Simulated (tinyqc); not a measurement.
Dopant redistribution at a moving silicon-oxide interface during parabolic oxidation: one step, computed by the program tinyqc. Command: `OMP_NUM_THREADS=1 python tinyqc.py 3009479 3009480 out.jsonl segox walk`. One thread of a shared host (Intel(R) Xeon(R) Processor @ 2.30GHz), about 0.01 s of CPU time with the checks.

Uniformly doped silicon is oxidised with x_ox = sqrt(B t); the interface advances into the silicon by alpha x_ox, alpha = 0.44. The dopant does not move in the oxide, and at the interface C(silicon) = m C(oxide).

Question. Dose moved. Consumed silicon held alpha x_ox C_B; the oxide holds x_ox times the dopant concentration in the oxide; the difference is the excess in the silicon; 1 um = 1e-4 cm.

Inputs (values chosen for the exercise, modelled on arsenic in silicon under dry oxygen): oxidation activation energy E_B = 1.23 eV; bulk doping C_B = 9.5e+17 1/cm^3; temperature T = 975 C.

oxide thickness = 0.08880049 um

concentration in the oxide = 2.241634e+17 1/cm^3

Give: dopant in the consumed silicon; dopant in the oxide; excess in the silicon.

Answer.

dopant in the consumed silicon = 3.712e+12 1/cm^2

dopant in the oxide = 1.991e+12 1/cm^2

excess in the silicon = 1.721e+12 1/cm^2

Caution: in this case the oxide is not much thicker than a typical Deal-Grove length A, so real growth is slower than parabolic. Caution: parabolic growth needs an oxide much thicker than the Deal-Grove length A, which fails for thin films and low temperatures; oxidation-enhanced or retarded diffusion is ignored.
